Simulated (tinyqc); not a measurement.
Worked calculation: Hubbard ring of 4 sites. Computed by tinyqc, a small Python program that keeps every step. Settings: hopping = 0.92, U = 4.5, mixing = 0.2, iteration cap = 73. Command: `OMP_NUM_THREADS=1 python tinyqc.py 28548 28549 out.jsonl` (the two numbers bound the seeds that draw the settings). One thread of a shared host (Intel(R) Xeon(R) Processor @ 2.60GHz), about 0.2 s of CPU time with the checks. Later iterations appear only in the table of the cycle.

## Mean-field iteration 1

one-body matrix (hopping and site energies) (eV), order 1, 2, 3, 4:
```
[[0.930000, -0.920000, 0.000000, -0.920000],
 [-0.920000, -0.220000, -0.920000, 0.000000],
 [0.000000, -0.920000, 0.970000, -0.920000],
 [-0.920000, 0.000000, -0.920000, 0.060000]]
```

U = 4.500000 eV

electrons, up and down: [2, 2]

mixing = 0.200000

n(up) at the start (a guess, not normalised): [0.800000, 0.200000, 0.800000, 0.200000]

n(down) at the start (a guess): [0.200000, 0.800000, 0.200000, 0.800000]

H(up) = T + U n(down), H(down) = T + U n(up); fill the lowest levels; n(new) = n + mixing (n(out) - n); E = tr T (rho up + rho down) + U sum n_up n_down of the output.

levels, up (eV): [0.662148, 1.850196, 3.510434, 4.717223]

levels, down (eV): [0.043478, 0.840989, 4.549560, 5.305973]

energy = 0.396183 eV

n(up) after iteration 1: [0.810956, 0.192341, 0.810123, 0.186580]

n(down) after iteration 1: [0.174569, 0.826460, 0.174311, 0.824659]

## Mean-field iteration 2

As before.

levels, up (eV): [0.612317, 1.735191, 3.624763, 4.767729]

levels, down (eV): [0.012843, 0.790364, 4.597057, 5.339736]

energy = 0.369846 eV

n(up) after iteration 2: [0.821955, 0.183473, 0.820584, 0.173987]

n(down) after iteration 2: [0.153762, 0.847952, 0.153332, 0.844955]

## Convergence

Each step fills the lowest levels of T + U n(other spin) and sets n(new) = n + mixing (n(out) - n); stop when output and input agree to 1e-8.

Course of the cycle:
```
iteration      E (eV)  largest |n(out) - n(in)|  mean |n_up - n_down|
1          0.39618262                  1.32e-01              0.780496
2          0.36984591                  1.07e-01              0.794217
3          0.35271857                  8.77e-02              0.805141
4          0.34136488                  7.19e-02              0.813906
5          0.33372951                  5.91e-02              0.820987
6          0.32853938                  4.87e-02              0.826742
7          0.32498293                  4.02e-02              0.831442
8          0.32253099                  3.32e-02              0.835297
9          0.32083259                  2.75e-02              0.838470
10         0.31965179                  2.33e-02              0.841090
11         0.31882847                  2.03e-02              0.843259
...               ...                       ...                   ...
63         0.31689747                  3.13e-06              0.854170
64         0.31689747                  2.63e-06              0.854170
65         0.31689747                  2.21e-06              0.854170
66         0.31689747                  1.86e-06              0.854170
67         0.31689747                  1.56e-06              0.854170
68         0.31689747                  1.31e-06              0.854171
69         0.31689747                  1.10e-06              0.854171
70         0.31689747                  9.29e-07              0.854171
71         0.31689747                  7.81e-07              0.854171
72         0.31689747                  6.57e-07              0.854171
73         0.31689747                  5.52e-07              0.854171
```

Not converged within 73 iterations: the residual falls steadily but slowly, by a factor of about 0.84 a step. The lowest mean-field energy found from random starts is 0.31690 eV. Reruns (cap 100 unless said): mixing 0.5: converged in 34 (E = 0.31690); mixing 0.9: converged in 15 (E = 0.31690); the original settings with a cap of 400: converged in 97 (E = 0.31690).

## Exact diagonalisation (36 states)

Lowest levels of the sector, and the double occupancy of the lowest state.

lowest levels (eV): [-0.019874, 0.280137, 0.870169, 1.055395, 1.055700, 1.740000]

double occupancy per site = 0.062648

## The lowest level by Lanczos steps

From a random start vector (not printed): a_j = <q_j|H|q_j>, b_j = norm of the remainder after orthogonalising; the Ritz value is the lowest eigenvalue of the tridiagonal matrix of a and b so far.

Lanczos:
```
j   a_j (eV)  b_j (eV)  lowest Ritz value (eV)
1   5.879504  3.521105              5.87950365
2   8.232924  4.248032              3.34369078
3   7.637109  3.406141              1.93075238
4   6.803561  2.765342              1.28606617
5   8.102061  3.493873              1.11517619
6   4.621524  2.838424              0.92114070
7   4.781288  2.284745              0.46856726
8   6.528699  4.272988              0.29481229
9   5.756723  2.106625              0.06684274
10  6.325262  1.704958              0.00053997
```
